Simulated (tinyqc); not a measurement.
Heavy and light holes: cyclotron masses of warped hole bands.

Values chosen for the exercise (near those of Si; shifted at random, so the results belong to these values and not to a real crystal):
```
symbol  value                        unit     meaning
g1      4.28                                  Luttinger gamma1
g2      0.34                                  gamma2
g3      1.44                                  gamma3
ths     (0, 15, 30, 45, 60, 75, 90)  degrees  angles
```

E = c k^2 f(n) with f = g1 -/+ 2 sqrt(g2^2 + 3 (g3^2 - g2^2)(nx^2 ny^2 + ny^2 nz^2 + nz^2 nx^2)). For the orbit through k = 0 perpendicular to b = (sin(theta)/sqrt2, sin(theta)/sqrt2, cos(theta)), mc is the mean of 1/f over the directions n in that plane (180 evenly spaced angles). Quantum effects of the lowest levels are left out.

Cyclotron masses (m0):
```
theta (degrees)   heavy   light
0                0.4170  0.1682
15               0.4451  0.1624
45               0.5590  0.1481
60               0.5656  0.1474
75               0.5524  0.1509
90               0.5439  0.1547
```

Give the missing row, theta (degrees) = 30.

Computed row:
```
theta (degrees)   heavy   light
30               0.5088  0.1536
```

The heavy mass varies by 36 % over the table, with its largest listed value at 60 degrees ([111] lies at 54.7) and its smallest at 0; the light mass varies by 14.1 %. The warping term enters both with the same size, but it is set against a small inverse mass in one and a large one in the other (along [111], g1 - 2 g3 = 1.40 and g1 + 2 g3 = 7.16).

Run: tinyqc, `OMP_NUM_THREADS=1 python tinyqc.py 1251722 1251723 out.jsonl`; Intel(R) Xeon(R) Processor @ 2.30GHz, one thread, shared host; about 0.01 s of CPU time with all checks.
